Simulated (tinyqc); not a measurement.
What each parameter does: quantum-confined Stark effect in a modulator well.

Envelopes on cells of 0.5 angstrom over the well |z| < L/2 and 45 angstrom of barrier on each side, psi = 0 beyond, psi'/m continuous (mean mass between points), c = hbar^2/2m0. The electron sees + e F z and the hole - e F z, each with its offset in the barriers; 1 kV/cm = 1e-5 eV/angstrom. Light holes, band mixing and escape by tunnelling are left out.

Exciton: in-plane function exp(-rho/lam), 1/mu = 1/me + 1/mp, E(lam) = c/(mu lam^2) - (q/eps) times the integral over k of Fm(k)(1 + (k lam/2)^2)^(-3/2), Fm(k) the double integral of psi_e^2 psi_h^2 exp(-k |z - z'|), q = e^2/(4 pi eps0); binding Eb = -E at the minimum. Line at Eg + E_e + E_h - Eb, strength proportional to overlap^2/lam^2.

Constants: hbar^2/2m0 = 3.80998211 eV angstrom^2; e^2/(4 pi eps0) = 14.39964547 eV angstrom; hc = 1239.841984 eV nm.

Values chosen for the exercise (near those of a GaAs well in AlGaAs; the results hold for these values, not for the real material): L = 106 angstrom (well width); Vc = 0.248 eV (conduction offset); Vv = 0.148 eV (heavy-hole offset); me = 0.0675 m0 (electron, well); meb = 0.0928 m0 (electron, barrier); mh = 0.367 m0 (heavy hole along z, well); mhb = 0.39 m0 (heavy hole, barrier); Eg = 1.431 eV (gap of the well); mp = 0.167 m0 (heavy hole in the plane); eps = 12.5 (dielectric constant); F = 86 kV/cm (field).

Zero-field line, shift at F, overlap^2 and Eb at F.

Results for these values:
```
case  line (nm)  shift (meV)  overlap^2  Eb (meV)
base      851.1       -18.26      0.410      7.17
```

What happens to each result for L = 96 angstrom, all else kept?

Answer: line falls from 851.1 to 847.9; shift rises from -18.26 to -14.16; overlap^2 rises from 0.410 to 0.528; Eb rises from 7.17 to 7.76.

The same for each parameter in turn:
```
case             line (nm)  shift (meV)  overlap^2  Eb (meV)
base                 851.1       -18.26      0.410      7.17
L = 96 angstrom      847.9       -14.16      0.528      7.76
F = 69 kV/cm         851.1       -12.24      0.522      7.51
Vc = 0.198 eV        851.9       -18.95      0.390      7.05
Vv = 0.185 eV        851.0       -17.61      0.426      7.25
me = 0.0776 m0       852.6       -18.19      0.395      7.55
mh = 0.312 m0        850.6       -17.79      0.436      7.20
eps = 11.2           852.1       -17.88      0.410      8.50
```

(tinyqc, `OMP_NUM_THREADS=1 python tinyqc.py 1250430 1250431 out.jsonl`, Intel(R) Xeon(R) Processor @ 2.30GHz, 1 thread, shared host, about 0.09 s.)
